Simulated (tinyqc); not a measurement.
Inversion layer as a triangular well, valleys of the Ge type, step by step. Values are carried at full precision from step to step, so a last printed digit may differ when a step is redone from the rounded ones.

Four ellipsoidal valleys (eight halves) with their long axes along <111>, mass ml along the axis and mt across it. For a valley whose axis makes the angle theta with the surface normal, 1/m_z = cos^2(theta)/ml + sin^2(theta)/mt sets the confinement; in the plane the masses are m_1 = mt and m_2 = ml mt/m_z, and m_d = sqrt(m_1 m_2). The Gamma and Delta valleys are left out; the heavy Delta valleys, about 0.18 eV up, can lie lowest under strong confinement.

Constants: e^2/(4 pi eps0) = 14.39964547 eV angstrom; hbar^2/2m0 = 3.80998211 eV angstrom^2; kB = 8.617333262e-05 eV/K.

Parameters, chosen for this exercise (near those of Ge; not measured data): ml = 1.588 m0 (longitudinal mass); mt = 0.081 m0 (transverse mass); face = 100 (surface); eps = 16.2 (dielectric constant); Ns = 6.2 x 1e12/cm^2 (electron sheet density); Nd = 0.32 x 1e12/cm^2 (depletion charge); eta = 0.75 (share of Ns in the effective field); T = 77 K (temperature); tox = 15 angstrom (SiO2-equivalent oxide thickness).

## Valley masses on the (100) face

Group the valleys by their angle to the normal, heaviest m_z first.

Valleys (masses in m0):
```
valleys g  cos^2(theta)     m_z     m_1     m_2     m_d
4                0.3333  0.1185  0.0810  1.0857  0.2965
```

All valleys are equivalent on this face.

## Effective field

The field is taken as constant, e F = 4 pi (e^2/4 pi eps0)(Nd + eta Ns)/eps, with 1e12/cm^2 = 1e-4/angstrom^2, and the oxide as a hard wall at z = 0; c = hbar^2/2m0.

Find e F, and F in MV/cm (1 MV/cm = 0.01 V/angstrom).

e F = 0.00555141 eV/angstrom
F = 0.5551 MV/cm

## Subband ladders

Level j of a valley lies at E_j = a_j (c (e F)^2/m_z)^(1/3) above the band edge at the surface, with the Airy zeros a_j = 2.338107, 4.087949, 5.520560, 6.786708, 7.944134, 9.022651, 10.040174, 11.008524, 11.936016, 12.828777, and has <z> = 2 E_j/(3 e F).

The ten lowest levels of all groups of valleys together, j = 0, 1, ..., c = hbar^2/2m0; primes mark the groups with lighter m_z.

Subbands:
```
label  valleys g  m_d (m0)  E (eV)  <z> (angstrom)
0              4    0.2965  0.2331           27.99
1              4    0.2965  0.4076           48.94
2              4    0.2965  0.5504           66.10
3              4    0.2965  0.6766           81.26
4              4    0.2965  0.7920           95.11
5              4    0.2965  0.8996          108.03
6              4    0.2965  1.0010          120.21
7              4    0.2965  1.0976          131.80
8              4    0.2965  1.1900          142.91
9              4    0.2965  1.2790          153.60
```

The second subband is 1, 174.5 meV above the first. Levels above about 0.5 eV lie beyond parabolic valleys.

## Fermi level and populations

Subband i holds n_i = g m_d/(2 pi c) kB T ln(1 + exp((EF - E_i)/kB T)) (spin included), and EF is fixed by sum n_i = Ns over the levels listed or, where none are listed, over j = 0 to 9 of each group; 1e12/cm^2 = 1e-4/angstrom^2.

Solve for EF; c = hbar^2/2m0. The mean distance is sum n_i <z>_i/Ns.

EF = 0.2445 eV

Populations:
```
label  (EF - E)/kB T  n (1e12/cm^2)  share (%)
0               1.72          6.200      100.0
1             -24.57          0.000        0.0
2             -46.10          0.000        0.0
3             -65.12          0.000        0.0
4             -82.51          0.000        0.0
5             -98.72          0.000        0.0
6            -114.01          0.000        0.0
7            -128.56          0.000        0.0
8            -142.49          0.000        0.0
9            -155.91          0.000        0.0
```

mean distance from the surface = 27.99 angstrom

The lowest subband holds 100.0 % of the electrons and is partly degenerate (EF within a few kB T of its edge).

## Effect on the gate capacitance

The charge sits at the mean distance <z> from the surface, which adds (3.9/eps) <z> to the oxide thickness; C/Cox = tox/(tox + 3.9 <z>/eps). The density-of-states term is left out.

added thickness = 6.74 angstrom
C/Cox = 0.690

## Checks

- Lowest level by finite differences against the Airy formula, eV: both 0.2331.

Computed by tinyqc, a small Python program: `OMP_NUM_THREADS=1 python tinyqc.py 1282296 1282297 out.jsonl` (the numbers bound the seed that draws the inputs); one thread of a shared host (Intel(R) Xeon(R) Processor @ 2.30GHz), about 0.03 s for the whole set of steps.
